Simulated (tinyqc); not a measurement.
Worked calculation: UKS/B3LYP (VWN-RPA form) in the 3-21g basis, for H2-, spin multiplicity 2. The basis has no diffuse functions, so it cannot describe the extra electron: this is an exercise in the method, not the real anion. Computed by tinyqc, a small Python program that keeps every step (integrals from PySCF). Settings: charge = -1, multiplicity = 2, basis = 3-21g, energy threshold = 1e-10, iteration cap = 67, orthogonalisation = symmetric, start = core, DIIS depth = 4, method = UKS, functional = b3lyp, grid = [20, 50]. Command: `OMP_NUM_THREADS=1 python tinyqc.py 21085 21086 out.jsonl` (the two numbers bound the seeds that draw the settings). One thread of a shared host (Intel(R) Xeon(R) Processor @ 2.60GHz), about 1 s of CPU time with the checks. Later iterations appear only in the table of the cycle.

## One-electron integrals

Geometry (angstrom):
```
atom       x       y       z
H     0.0000  0.0000  0.0000
H     0.0000  0.0000  0.8860
```

Basis 3-21g: exponents (1/bohr^2) and contraction coefficients of normalised primitives:
```
element  l (shell)  exponent  coefficient
H            s (1)    5.4472       0.1563
H            s (1)    0.8245       0.9047
H            s (2)    0.1832       1.0000
```

Overlap, kinetic and nuclear-attraction integrals over the contracted functions; the nuclear repulsion is the sum of Za Zb / Rab.

nuclear repulsion = 0.597265 hartree

overlap S, order 1H 1s, 1H 2s, 2H 1s, 2H 2s:
$$\begin{pmatrix}
1.0000 & 0.6459 & 0.2788 & 0.4227 \\
0.6459 & 1.0000 & 0.4227 & 0.7735 \\
0.2788 & 0.4227 & 1.0000 & 0.6459 \\
0.4227 & 0.7735 & 0.6459 & 1.0000
\end{pmatrix}$$

kinetic energy T (hartree), order 1H 1s, 1H 2s, 2H 1s, 2H 2s:
$$\begin{pmatrix}
1.5494 & 0.2932 & 0.0574 & 0.1375 \\
0.2932 & 0.2748 & 0.1375 & 0.1762 \\
0.0574 & 0.1375 & 1.5494 & 0.2932 \\
0.1375 & 0.1762 & 0.2932 & 0.2748
\end{pmatrix}$$

nuclear attraction V (hartree), order 1H 1s, 1H 2s, 2H 1s, 2H 2s:
$$\begin{pmatrix}
-2.3170 & -1.1620 & -0.6052 & -0.7868 \\
-1.1620 & -1.1896 & -0.7868 & -0.9728 \\
-0.6052 & -0.7868 & -2.3170 & -1.1620 \\
-0.7868 & -0.9728 & -1.1620 & -1.1896
\end{pmatrix}$$

core Hamiltonian H = T + V (hartree), order 1H 1s, 1H 2s, 2H 1s, 2H 2s:
$$\begin{pmatrix}
-0.7676 & -0.8689 & -0.5478 & -0.6494 \\
-0.8689 & -0.9148 & -0.6494 & -0.7966 \\
-0.5478 & -0.6494 & -0.7676 & -0.8689 \\
-0.6494 & -0.7966 & -0.8689 & -0.9148
\end{pmatrix}$$

## Two-electron integrals

Functions are numbered as in S; the eight-fold symmetry (ij|kl) = (ji|kl) = (kl|ij) leaves the list below.

Two-electron integrals (ij|kl) in chemists' order, unique and non-zero (hartree):
```
(11|11) 1.1401   (21|11) 0.6114   (21|21) 0.3452   (22|11) 0.6264
(22|21) 0.3803   (22|22) 0.4830   (31|11) 0.2487   (31|21) 0.1429
(31|22) 0.1613   (31|31) 0.0807   (32|11) 0.2723   (32|21) 0.1664
(32|22) 0.2114   (32|31) 0.1008   (32|32) 0.1472   (33|11) 0.5835
(33|21) 0.3656   (33|22) 0.4844   (33|31) 0.2487   (33|32) 0.3917
(33|33) 1.1401   (41|11) 0.3917   (41|21) 0.2222   (41|22) 0.2468
(41|31) 0.1008   (41|32) 0.1203   (41|33) 0.2723   (41|41) 0.1472
(42|11) 0.4517   (42|21) 0.2765   (42|22) 0.3582   (42|31) 0.1335
(42|32) 0.1872   (42|33) 0.4517   (42|41) 0.1872   (42|42) 0.2890
(43|11) 0.3656   (43|21) 0.2277   (43|22) 0.3021   (43|31) 0.1429
(43|32) 0.2222   (43|33) 0.6114   (43|41) 0.1664   (43|42) 0.2765
(43|43) 0.3452   (44|11) 0.4844   (44|21) 0.3021   (44|22) 0.4116
(44|31) 0.1613   (44|32) 0.2468   (44|33) 0.6264   (44|41) 0.2114
(44|42) 0.3582   (44|43) 0.3803   (44|44) 0.4830
```

## Orthogonalisation

S = U s U^T; symmetric (Loewdin) form X = U s^(-1/2) U^T, so that X^T S X = 1.

eigenvalues of S: [0.1406, 0.4293, 0.8070, 2.6230]

X, order 1H 1s, 1H 2s, 2H 1s, 2H 2s:
$$\begin{pmatrix}
1.2437 & -0.4815 & -0.0694 & 0.0388 \\
-0.4815 & 1.7179 & 0.0388 & -0.7485 \\
-0.0694 & 0.0388 & 1.2437 & -0.4815 \\
0.0388 & -0.7485 & -0.4815 & 1.7179
\end{pmatrix}$$

## Starting guess

The start is the orbitals of the core Hamiltonian; D(s) = C_occ C_occ^T for each spin.

D(alpha) at the start, order 1H 1s, 1H 2s, 2H 1s, 2H 2s:
$$\begin{pmatrix}
0.2549 & 0.4601 & 0.0166 & -0.2677 \\
0.4601 & 1.1793 & -0.2677 & -1.0430 \\
0.0166 & -0.2677 & 0.2549 & 0.4601 \\
-0.2677 & -1.0430 & 0.4601 & 1.1793
\end{pmatrix}$$

D(beta) at the start, order 1H 1s, 1H 2s, 2H 1s, 2H 2s:
$$\begin{pmatrix}
0.1358 & 0.0962 & 0.1358 & 0.0962 \\
0.0962 & 0.0681 & 0.0962 & 0.0681 \\
0.1358 & 0.0962 & 0.1358 & 0.0962 \\
0.0962 & 0.0681 & 0.0962 & 0.0681
\end{pmatrix}$$

## Iteration 1: exchange-correlation on the grid

Becke grid with 20 radial and 50 angular points per atom, points of zero weight dropped. rho = sum D_ij phi_i phi_j; V_xc,ij = sum w v_xc phi_i phi_j plus the gradient terms; v_xc is d(rho eps)/d rho(s) for spin s at fixed gradient. Exact exchange is left to K.

The 8 grid points with the largest w rho, of 1992 (bohr, atomic units):
```
x              y        z       w  rho(alpha)  rho(beta)   eps_xc  v_xc(alpha)
0.8699    0.0000   2.5442  0.1427      0.0378     0.0128  -0.2880      -0.3418
0.0000   -0.8699   2.5442  0.1427      0.0378     0.0128  -0.2880      -0.3418
0.0000    0.8699   2.5442  0.1427      0.0378     0.0128  -0.2880      -0.3418
-0.8699   0.0000   2.5442  0.1427      0.0378     0.0128  -0.2880      -0.3418
-0.8699   0.0000  -0.8699  0.1427      0.0378     0.0128  -0.2880      -0.3418
0.0000    0.8699  -0.8699  0.1427      0.0378     0.0128  -0.2880      -0.3418
0.8699    0.0000  -0.8699  0.1427      0.0378     0.0128  -0.2880      -0.3418
0.0000   -0.8699  -0.8699  0.1427      0.0378     0.0128  -0.2880      -0.3418
```

electrons on the grid, sum of w rho = 3.0001

E_xc = sum of w rho eps_xc = -0.936243 hartree

V_xc(alpha) (hartree), order 1H 1s, 1H 2s, 2H 1s, 2H 2s:
$$\begin{pmatrix}
-0.5322 & -0.2852 & -0.1370 & -0.1875 \\
-0.2852 & -0.2926 & -0.1875 & -0.2340 \\
-0.1370 & -0.1875 & -0.5322 & -0.2852 \\
-0.1875 & -0.2340 & -0.2852 & -0.2926
\end{pmatrix}$$

V_xc(beta) (hartree), order 1H 1s, 1H 2s, 2H 1s, 2H 2s:
$$\begin{pmatrix}
-0.4751 & -0.2560 & -0.1314 & -0.1728 \\
-0.2560 & -0.2641 & -0.1728 & -0.2152 \\
-0.1314 & -0.1728 & -0.4751 & -0.2560 \\
-0.1728 & -0.2152 & -0.2560 & -0.2641
\end{pmatrix}$$

## Iteration 1: building the Kohn-Sham matrix

J_ij = sum D_kl (ij|kl) with D = D(alpha) + D(beta), K_ij = sum D_kl (ik|jl) for each spin; F = H + J - 0.2 K(s) + V_xc; E = tr D H + tr D J / 2 - 0.1 sum_s tr D(s) K(s) + E_xc + E_nn.

Coulomb J (hartree), order 1H 1s, 1H 2s, 2H 1s, 2H 2s:
$$\begin{pmatrix}
2.1130 & 1.2414 & 0.6098 & 0.8373 \\
1.2414 & 1.5026 & 0.8373 & 1.2105 \\
0.6098 & 0.8373 & 2.1130 & 1.2414 \\
0.8373 & 1.2105 & 1.2414 & 1.5026
\end{pmatrix}$$

exchange K(alpha) (hartree), order 1H 1s, 1H 2s, 2H 1s, 2H 2s:
$$\begin{pmatrix}
0.8056 & 0.6075 & 0.2997 & 0.4041 \\
0.6075 & 0.5552 & 0.4041 & 0.4527 \\
0.2997 & 0.4041 & 0.8056 & 0.6075 \\
0.4041 & 0.4527 & 0.6075 & 0.5552
\end{pmatrix}$$

exchange K(beta) (hartree), order 1H 1s, 1H 2s, 2H 1s, 2H 2s:
$$\begin{pmatrix}
0.5369 & 0.4416 & 0.3737 & 0.3943 \\
0.4416 & 0.4165 & 0.3943 & 0.3989 \\
0.3737 & 0.3943 & 0.5369 & 0.4416 \\
0.3943 & 0.3989 & 0.4416 & 0.4165
\end{pmatrix}$$

F(alpha) (hartree), order 1H 1s, 1H 2s, 2H 1s, 2H 2s:
$$\begin{pmatrix}
0.6521 & -0.0342 & -0.1349 & -0.0803 \\
-0.0342 & 0.1841 & -0.0803 & 0.0893 \\
-0.1349 & -0.0803 & 0.6521 & -0.0342 \\
-0.0803 & 0.0893 & -0.0342 & 0.1841
\end{pmatrix}$$

F(beta) (hartree), order 1H 1s, 1H 2s, 2H 1s, 2H 2s:
$$\begin{pmatrix}
0.7629 & 0.0282 & -0.1441 & -0.0637 \\
0.0282 & 0.2404 & -0.0637 & 0.1189 \\
-0.1441 & -0.0637 & 0.7629 & 0.0282 \\
-0.0637 & 0.1189 & 0.0282 & 0.2404
\end{pmatrix}$$

total energy of this density = -0.831213 hartree

## Iteration 1: diagonalisation and new density

Diagonalise F' = X^T F X, C = X C', fill 2 alpha and 1 beta electrons from the bottom; D(s) = C_occ C_occ^T. Each column has its largest component positive (the first on a tie).

F' = X^T F X (alpha) (hartree):
$$\begin{pmatrix}
1.1028 & -0.5182 & -0.2170 & -0.0208 \\
-0.5182 & 0.5639 & -0.0208 & -0.1074 \\
-0.2170 & -0.0208 & 1.1028 & -0.5182 \\
-0.0208 & -0.1074 & -0.5182 & 0.5639
\end{pmatrix}$$

orbital energies (alpha) (hartree): MO1 0.0910, MO2 0.4018, MO3 1.2513, MO4 1.5893

coefficients C (alpha), order 1H 1s, 1H 2s, 2H 1s, 2H 2s:
$$\begin{pmatrix}
0.2070 & 0.1189 & 0.8629 & -0.9917 \\
0.3916 & 1.3581 & -0.6438 & 1.1543 \\
0.2070 & -0.1189 & 0.8629 & 0.9917 \\
0.3916 & -1.3581 & -0.6438 & -1.1543
\end{pmatrix}$$

F' = X^T F X (beta) (hartree):
$$\begin{pmatrix}
1.2161 & -0.4881 & -0.2554 & -0.0351 \\
-0.4881 & 0.6190 & -0.0351 & -0.1297 \\
-0.2554 & -0.0351 & 1.2161 & -0.4881 \\
-0.0351 & -0.1297 & -0.4881 & 0.6190
\end{pmatrix}$$

orbital energies (beta) (hartree): MO1 0.1511, MO2 0.5306, MO3 1.2989, MO4 1.6896

coefficients C (beta), order 1H 1s, 1H 2s, 2H 1s, 2H 2s:
$$\begin{pmatrix}
0.1879 & 0.0713 & 0.8673 & -0.9962 \\
0.4057 & 1.4118 & -0.6350 & 1.0880 \\
0.1879 & -0.0713 & 0.8673 & 0.9962 \\
0.4057 & -1.4118 & -0.6350 & -1.0880
\end{pmatrix}$$

D(alpha) after iteration 1, order 1H 1s, 1H 2s, 2H 1s, 2H 2s:
$$\begin{pmatrix}
0.0570 & 0.2426 & 0.0287 & -0.0805 \\
0.2426 & 1.9979 & -0.0805 & -1.6912 \\
0.0287 & -0.0805 & 0.0570 & 0.2426 \\
-0.0805 & -1.6912 & 0.2426 & 1.9979
\end{pmatrix}$$

D(beta) after iteration 1, order 1H 1s, 1H 2s, 2H 1s, 2H 2s:
$$\begin{pmatrix}
0.0353 & 0.0762 & 0.0353 & 0.0762 \\
0.0762 & 0.1646 & 0.0762 & 0.1646 \\
0.0353 & 0.0762 & 0.0353 & 0.0762 \\
0.0762 & 0.1646 & 0.0762 & 0.1646
\end{pmatrix}$$

## Iteration 2: exchange-correlation on the grid

As before.

The 8 grid points with the largest w rho, of 1992 (bohr, atomic units):
```
x              y        z       w  rho(alpha)  rho(beta)   eps_xc  v_xc(alpha)
1.4430    0.0000  -1.4430  0.5755      0.0119     0.0025  -0.1987      -0.2306
0.0000   -1.4430  -1.4430  0.5755      0.0119     0.0025  -0.1987      -0.2306
0.0000    1.4430  -1.4430  0.5755      0.0119     0.0025  -0.1987      -0.2306
-1.4430   0.0000  -1.4430  0.5755      0.0119     0.0025  -0.1987      -0.2306
0.0000    1.4430   3.1173  0.5755      0.0119     0.0025  -0.1987      -0.2306
-1.4430   0.0000   3.1173  0.5755      0.0119     0.0025  -0.1987      -0.2306
1.4430    0.0000   3.1173  0.5755      0.0119     0.0025  -0.1987      -0.2306
0.0000   -1.4430   3.1173  0.5755      0.0119     0.0025  -0.1987      -0.2306
```

electrons on the grid, sum of w rho = 2.9998

E_xc = sum of w rho eps_xc = -0.757785 hartree

V_xc(alpha) (hartree), order 1H 1s, 1H 2s, 2H 1s, 2H 2s:
$$\begin{pmatrix}
-0.4685 & -0.2630 & -0.1230 & -0.1723 \\
-0.2630 & -0.2945 & -0.1723 & -0.2332 \\
-0.1230 & -0.1723 & -0.4685 & -0.2630 \\
-0.1723 & -0.2332 & -0.2630 & -0.2945
\end{pmatrix}$$

V_xc(beta) (hartree), order 1H 1s, 1H 2s, 2H 1s, 2H 2s:
$$\begin{pmatrix}
-0.4290 & -0.2411 & -0.1199 & -0.1622 \\
-0.2411 & -0.2679 & -0.1622 & -0.2171 \\
-0.1199 & -0.1622 & -0.4290 & -0.2411 \\
-0.1622 & -0.2171 & -0.2411 & -0.2679
\end{pmatrix}$$

## Iteration 2: building the Kohn-Sham matrix

As before.

Coulomb J (hartree), order 1H 1s, 1H 2s, 2H 1s, 2H 2s:
$$\begin{pmatrix}
1.8310 & 1.1020 & 0.5267 & 0.7390 \\
1.1020 & 1.3953 & 0.7390 & 1.1167 \\
0.5267 & 0.7390 & 1.8310 & 1.1020 \\
0.7390 & 1.1167 & 1.1020 & 1.3953
\end{pmatrix}$$

exchange K(alpha) (hartree), order 1H 1s, 1H 2s, 2H 1s, 2H 2s:
$$\begin{pmatrix}
0.5754 & 0.5181 & 0.2503 & 0.3541 \\
0.5181 & 0.5652 & 0.3541 & 0.4569 \\
0.2503 & 0.3541 & 0.5754 & 0.5181 \\
0.3541 & 0.4569 & 0.5181 & 0.5652
\end{pmatrix}$$

exchange K(beta) (hartree), order 1H 1s, 1H 2s, 2H 1s, 2H 2s:
$$\begin{pmatrix}
0.4049 & 0.3891 & 0.2875 & 0.3482 \\
0.3891 & 0.4350 & 0.3482 & 0.4156 \\
0.2875 & 0.3482 & 0.4049 & 0.3891 \\
0.3482 & 0.4156 & 0.3891 & 0.4350
\end{pmatrix}$$

F(alpha) (hartree), order 1H 1s, 1H 2s, 2H 1s, 2H 2s:
$$\begin{pmatrix}
0.4798 & -0.1335 & -0.1941 & -0.1535 \\
-0.1335 & 0.0729 & -0.1535 & -0.0045 \\
-0.1941 & -0.1535 & 0.4798 & -0.1335 \\
-0.1535 & -0.0045 & -0.1335 & 0.0729
\end{pmatrix}$$

F(beta) (hartree), order 1H 1s, 1H 2s, 2H 1s, 2H 2s:
$$\begin{pmatrix}
0.5534 & -0.0858 & -0.1985 & -0.1422 \\
-0.0858 & 0.1255 & -0.1422 & 0.0199 \\
-0.1985 & -0.1422 & 0.5534 & -0.0858 \\
-0.1422 & 0.0199 & -0.0858 & 0.1255
\end{pmatrix}$$

total energy of this density = -0.955733 hartree

## Iteration 2: DIIS over 2 matrices

error matrix X^T (FDS - SDF) X (alpha):
$$\begin{pmatrix}
0.0000 & -0.0426 & 0.0000 & -0.0073 \\
0.0426 & 0.0000 & 0.0073 & 0.0000 \\
0.0000 & -0.0073 & 0.0000 & -0.0426 \\
0.0073 & 0.0000 & 0.0426 & 0.0000
\end{pmatrix}$$

B (overlaps of the stored error matrices):
$$\begin{pmatrix}
3.5240490e-01 & -7.1881563e-02 \\
-7.1881563e-02 & 1.6003207e-02
\end{pmatrix}$$

Minimise |sum c_i e_i|^2 with sum c_i = 1: solve [B -1; -1 0][c; lambda] = [0; -1] with B_ij = tr e_i^T e_j summed over both spins, and take F = sum c_i F_i.

DIIS coefficients: [0.1716, 0.8284]

extrapolated F(alpha) (hartree), order 1H 1s, 1H 2s, 2H 1s, 2H 2s:
$$\begin{pmatrix}
0.5094 & -0.1165 & -0.1840 & -0.1409 \\
-0.1165 & 0.0920 & -0.1409 & 0.0116 \\
-0.1840 & -0.1409 & 0.5094 & -0.1165 \\
-0.1409 & 0.0116 & -0.1165 & 0.0920
\end{pmatrix}$$

extrapolated F(beta) (hartree), order 1H 1s, 1H 2s, 2H 1s, 2H 2s:
$$\begin{pmatrix}
0.5893 & -0.0662 & -0.1891 & -0.1287 \\
-0.0662 & 0.1452 & -0.1287 & 0.0369 \\
-0.1891 & -0.1287 & 0.5893 & -0.0662 \\
-0.1287 & 0.0369 & -0.0662 & 0.1452
\end{pmatrix}$$

## Iteration 2: diagonalisation and new density

As before.

F' = X^T F X (alpha) (hartree):
$$\begin{pmatrix}
0.9603 & -0.5240 & -0.2237 & -0.0330 \\
-0.5240 & 0.4979 & -0.0330 & -0.1159 \\
-0.2237 & -0.0330 & 0.9603 & -0.5240 \\
-0.0330 & -0.1159 & -0.5240 & 0.4979
\end{pmatrix}$$

orbital energies (alpha) (hartree): MO1 -0.0253, MO2 0.3311, MO3 1.1438, MO4 1.4667

coefficients C (alpha), order 1H 1s, 1H 2s, 2H 1s, 2H 2s:
$$\begin{pmatrix}
0.2374 & 0.1445 & 0.8551 & -0.9883 \\
0.3686 & 1.3279 & -0.6572 & 1.1890 \\
0.2374 & -0.1445 & 0.8551 & 0.9883 \\
0.3686 & -1.3279 & -0.6572 & -1.1890
\end{pmatrix}$$

F' = X^T F X (beta) (hartree):
$$\begin{pmatrix}
1.0383 & -0.4989 & -0.2481 & -0.0474 \\
-0.4989 & 0.5630 & -0.0474 & -0.1462 \\
-0.2481 & -0.0474 & 1.0383 & -0.4989 \\
-0.0474 & -0.1462 & -0.4989 & 0.5630
\end{pmatrix}$$

orbital energies (beta) (hartree): MO1 0.0262, MO2 0.4619, MO3 1.1808, MO4 1.5336

coefficients C (beta), order 1H 1s, 1H 2s, 2H 1s, 2H 2s:
$$\begin{pmatrix}
0.2283 & 0.1233 & 0.8575 & -0.9911 \\
0.3755 & 1.3530 & -0.6533 & 1.1604 \\
0.2283 & -0.1233 & 0.8575 & 0.9911 \\
0.3755 & -1.3530 & -0.6533 & -1.1604
\end{pmatrix}$$

D(alpha) after iteration 2, order 1H 1s, 1H 2s, 2H 1s, 2H 2s:
$$\begin{pmatrix}
0.0772 & 0.2793 & 0.0355 & -0.1044 \\
0.2793 & 1.8992 & -0.1044 & -1.6275 \\
0.0355 & -0.1044 & 0.0772 & 0.2793 \\
-0.1044 & -1.6275 & 0.2793 & 1.8992
\end{pmatrix}$$

D(beta) after iteration 2, order 1H 1s, 1H 2s, 2H 1s, 2H 2s:
$$\begin{pmatrix}
0.0521 & 0.0857 & 0.0521 & 0.0857 \\
0.0857 & 0.1410 & 0.0857 & 0.1410 \\
0.0521 & 0.0857 & 0.0521 & 0.0857 \\
0.0857 & 0.1410 & 0.0857 & 0.1410
\end{pmatrix}$$

## Iteration 7 (converged): orbitals

converged F(alpha) (hartree), order 1H 1s, 1H 2s, 2H 1s, 2H 2s:
$$\begin{pmatrix}
0.5104 & -0.1165 & -0.1848 & -0.1412 \\
-0.1165 & 0.0912 & -0.1412 & 0.0112 \\
-0.1848 & -0.1412 & 0.5104 & -0.1165 \\
-0.1412 & 0.0112 & -0.1165 & 0.0912
\end{pmatrix}$$

converged F(beta) (hartree), order 1H 1s, 1H 2s, 2H 1s, 2H 2s:
$$\begin{pmatrix}
0.5830 & -0.0690 & -0.1914 & -0.1309 \\
-0.0690 & 0.1444 & -0.1309 & 0.0361 \\
-0.1914 & -0.1309 & 0.5830 & -0.0690 \\
-0.1309 & 0.0361 & -0.0690 & 0.1444
\end{pmatrix}$$

As before.

F' = X^T F X (alpha) (hartree):
$$\begin{pmatrix}
0.9619 & -0.5241 & -0.2248 & -0.0331 \\
-0.5241 & 0.4966 & -0.0331 & -0.1153 \\
-0.2248 & -0.0331 & 0.9619 & -0.5241 \\
-0.0331 & -0.1153 & -0.5241 & 0.4966
\end{pmatrix}$$

orbital energies (alpha) (hartree): MO1 -0.0257, MO2 0.3304, MO3 1.1441, MO4 1.4682

coefficients C (alpha), order 1H 1s, 1H 2s, 2H 1s, 2H 2s:
$$\begin{pmatrix}
0.2370 & 0.1427 & 0.8552 & -0.9885 \\
0.3689 & 1.3300 & -0.6571 & 1.1866 \\
0.2370 & -0.1427 & 0.8552 & 0.9885 \\
0.3689 & -1.3300 & -0.6571 & -1.1866
\end{pmatrix}$$

F' = X^T F X (beta) (hartree):
$$\begin{pmatrix}
1.0317 & -0.4993 & -0.2485 & -0.0483 \\
-0.4993 & 0.5638 & -0.0483 & -0.1460 \\
-0.2485 & -0.0483 & 1.0317 & -0.4993 \\
-0.0483 & -0.1460 & -0.4993 & 0.5638
\end{pmatrix}$$

orbital energies (beta) (hartree): MO1 0.0231, MO2 0.4613, MO3 1.1778, MO4 1.5286

coefficients C (beta), order 1H 1s, 1H 2s, 2H 1s, 2H 2s:
$$\begin{pmatrix}
0.2315 & 0.1257 & 0.8567 & -0.9908 \\
0.3731 & 1.3502 & -0.6547 & 1.1636 \\
0.2315 & -0.1257 & 0.8567 & 0.9908 \\
0.3731 & -1.3502 & -0.6547 & -1.1636
\end{pmatrix}$$

D(alpha) after iteration 7, order 1H 1s, 1H 2s, 2H 1s, 2H 2s:
$$\begin{pmatrix}
0.0765 & 0.2772 & 0.0358 & -0.1024 \\
0.2772 & 1.9051 & -0.1024 & -1.6329 \\
0.0358 & -0.1024 & 0.0765 & 0.2772 \\
-0.1024 & -1.6329 & 0.2772 & 1.9051
\end{pmatrix}$$

D(beta) after iteration 7, order 1H 1s, 1H 2s, 2H 1s, 2H 2s:
$$\begin{pmatrix}
0.0536 & 0.0864 & 0.0536 & 0.0864 \\
0.0864 & 0.1392 & 0.0864 & 0.1392 \\
0.0536 & 0.0864 & 0.0536 & 0.0864 \\
0.0864 & 0.1392 & 0.0864 & 0.1392
\end{pmatrix}$$

## Convergence

Stop when the energy changes by less than 1e-10 hartree and every element of the error matrix X^T (F D S - S D F) X (for each spin) is below 3e-06.

Course of the cycle:
```
iteration  E (hartree)     change  largest element of the error matrix
1            -0.831213          -                             2.43e-01
2            -0.955733  -1.25e-01                             4.26e-02
3            -0.961626  -5.89e-03                             1.84e-03
4            -0.961642  -1.58e-05                             3.48e-04
5            -0.961642  -2.44e-07                             3.21e-05
6            -0.961642  -2.43e-09                             1.55e-07
7            -0.961642  -7.74e-14                             8.57e-12
```

PySCF UKS in the same basis, fine grid, after a stability check = -0.961627 hartree

Converged in 7 iterations. The coarse grid moves the energy by -1.51e-05 hartree.

## Populations, bond orders and dipole

Mulliken: Z minus the diagonal of D S on the atom; Loewdin: the same with S^(1/2) D S^(1/2); Mayer order: 2 sum_s sum (D(s) S)_ij (D(s) S)_ji over the two atoms.

Charges (e):
```
atom  Mulliken  Loewdin  Mulliken spin
1H     -0.5000  -0.5000         0.5000
2H     -0.5000  -0.5000         0.5000
```

Mayer bond orders:
```
pair   order
2-1   0.3629
```

dipole moment about the origin, x y z (debye): [0.0000, 0.0000, -2.1278]

<S^2> of the determinant (pure state: 0.75) = 0.7500
